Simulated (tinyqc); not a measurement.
Straight dislocations in isotropic elasticity: fields, energies, partials, Peierls stress and walls: one step, computed by the program tinyqc. Command: `OMP_NUM_THREADS=1 python tinyqc.py 3029004 3029005 out.jsonl disloc walk`. One thread of a shared host (Intel(R) Xeon(R) Processor @ 2.30GHz), about 0.01 s of CPU time with the checks.

The line runs along z, the glide plane is y = 0, and beta is the angle between b and the line (0 screw, 90 degrees edge): b_e = b sin(beta) along +x with the extra half plane at y > 0, b_s = b cos(beta). Stress is positive in tension.

Task: Peierls-Nabarro core of the undissociated dislocation. Energy factor K = G [cos^2(beta) + sin^2(beta)/(1 - nu)]. Misfit energy gamma(u) = (gamma_us/2)(1 - cos(2 pi u/b)), so the largest restoring stress is tau_max = pi gamma_us/b; u(x) = b/2 + (b/pi) arctan(x/zeta), zeta = K b/(4 pi tau_max). Summing the misfit energy over atomic rows a' apart gives, for a wide core, W_P = (K b^2/pi) exp(-2 pi zeta/a') and sigma_P = (K b/a') exp(-2 pi zeta/a'); a' = b/2 for edge and 30-degree lines, b sqrt(3)/2 for screw and 60-degree lines.

Inputs (values chosen for the exercise, modelled on silicon): Burgers vector b = 3.84 angstrom; unstable fault energy gamma_us = 1350 mJ/m^2.

Character: 60-degree.

energy factor K = 81.17308 GPa

Constants: 1 eV/angstrom^3 = 160.2176634 GPa.

Give: tau_max; half width zeta; row spacing a'; Peierls barrier W_P; Peierls stress sigma_P.

Result:

tau_max = 11.04 GPa

half width zeta = 2.246 angstrom

row spacing a' = 3.326 angstrom

Peierls barrier W_P = 341.5 meV/nm

Peierls stress sigma_P = 1346 MPa

Caution: in covalent crystals lines are dissociated and reconstructed and move by kinks, so this sinusoidal model gives only the trend.
